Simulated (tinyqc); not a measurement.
Hubbard ring of 3 sites, step by step. One step of it, computed by the program tinyqc.

Task: The many-body Hamiltonian. Basis: all placements (u, d, 2, 0 on each site), up operators ordered before down ones; hops carry the sign of the same-spin electrons passed.

one-body matrix (hopping and site energies) (eV):
```
           1          2          3
1   0.000000  -1.160000  -1.160000
2  -1.160000   0.000000  -1.160000
3  -1.160000  -1.160000   0.000000
```

U = 5.100000 eV

electrons, up and down: 2  1

Give: H.

Result:

H (eV):
```
         2u0      u20      uud      20u      udu      u02      duu      02u
2u0   5.1000  -1.1600  -1.1600  -1.1600   0.0000   0.0000   1.1600   0.0000
u20  -1.1600   5.1000  -1.1600   0.0000  -1.1600   0.0000   0.0000   1.1600
uud  -1.1600  -1.1600   0.0000   0.0000   0.0000  -1.1600   0.0000   0.0000
20u  -1.1600   0.0000   0.0000   5.1000  -1.1600  -1.1600  -1.1600   0.0000
udu   0.0000  -1.1600   0.0000  -1.1600   0.0000  -1.1600   0.0000  -1.1600
u02   0.0000   0.0000  -1.1600  -1.1600  -1.1600   5.1000   0.0000   0.0000
duu   1.1600   0.0000   0.0000  -1.1600   0.0000   0.0000   0.0000  -1.1600
02u   0.0000   1.1600   0.0000   0.0000  -1.1600   0.0000  -1.1600   5.1000
0u2   0.0000   0.0000   1.1600   0.0000   0.0000  -1.1600  -1.1600  -1.1600

         0u2
2u0   0.0000
u20   0.0000
uud   1.1600
20u   0.0000
udu   0.0000
u02  -1.1600
duu  -1.1600
02u  -1.1600
0u2   5.1000
```
